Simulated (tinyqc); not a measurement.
From results back to parameters: overlap of hydrogenic dopants: pairs, impurity band and the Mott density. Four cases, with inputs chosen for the exercise.

Problem. Ry* = Ry m/eps^2, aB = a0 eps/m, and the Mott density is (0.26/aB)^3 (1/angstrom^3 = 1e24/cm^3). Binding energy and critical density come from a hidden mass and dielectric constant.

Constants: Ry = 13.60569312 eV; a0 (Bohr radius) = 0.5291772105 angstrom.

Case 1.

binding energy = 33.35094 meV
critical density = 2.520660e+18 1/cm^3

Case 2.

binding energy = 30.01621 meV
critical density = 2.039764e+18 1/cm^3

Case 3.

binding energy = 41.21773 meV
critical density = 5.557093e+18 1/cm^3

Case 4.

binding energy = 5.82758 meV
critical density = 1.864368e+16 1/cm^3

Find: aB; eps; m.

Solution. aB = 0.26/n^(1/3); the product Ry* aB = Ry a0/eps gives eps, and m = a0 eps/aB.

Case 1.

aB = 19.10 angstrom
eps = 11.30
m = 0.313 m0

Case 2.

aB = 20.50 angstrom
eps = 11.70
m = 0.302 m0

Case 3.

aB = 14.68 angstrom
eps = 11.90
m = 0.429 m0

Case 4.

aB = 98.05 angstrom
eps = 12.60
m = 0.068 m0

Computed by tinyqc, one run a case: `OMP_NUM_THREADS=1 python tinyqc.py N N+1 out.jsonl` with N = 1450424, 1450426, 1450446, 1450465; one thread of a shared Intel(R) Xeon(R) Processor @ 2.30GHz, about 0.01 s a run at most.
